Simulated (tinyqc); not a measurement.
Charge control and current of a heterostructure field-effect transistor: one step, computed by the program tinyqc.

Two subbands in a triangular well; E_F is counted from the conduction band edge of the channel at the interface.

Task: Saturation current. With V = e n_s/C_g and V_c = v_s L/mu: for v = mu F up to v_s, I/W = C_g v_s V_c (sqrt(1 + (V/V_c)^2) - 1) and V_Dsat = V + V_c - sqrt(V^2 + V_c^2); g_m = dI/dV; extrinsic g_m/(1 + g_m R_S); f_T = g_m/(2 pi C_g L).

Inputs (values chosen for the exercise, modelled on AlGaN/GaN):

| quantity | value | unit |
|---|---|---|
| mobility mu | 1900 | cm^2/(V s) |
| saturation velocity v_s | 1.5 | 1e7 cm/s |
| gate length L | 150 | nm |
| source resistance R_S | 0.72 | ohm mm |
| temperature T | 300 | K |

Charge source: polarisation. Velocity law: two-piece.

sheet density n_s = 1.072511e+13 1/cm^2

gate capacitance C_g = 0.8314041 microfarad/cm^2

Constants: e = 1.602176634e-19 C.

Give: V; V_c; V_Dsat; saturation current I/W; intrinsic g_m; extrinsic g_m; intrinsic f_T.

Result:

V = 2.067 V

V_c = 0.1184 V

V_Dsat = 0.1150 V

saturation current I/W = 2434 mA/mm

intrinsic g_m = 1245 mS/mm

extrinsic g_m = 656.5 mS/mm

intrinsic f_T = 158.9 GHz

V/V_c = 17.45: velocity saturation rules; I is 94 % of e n_s v_s = 2580 mA/mm.
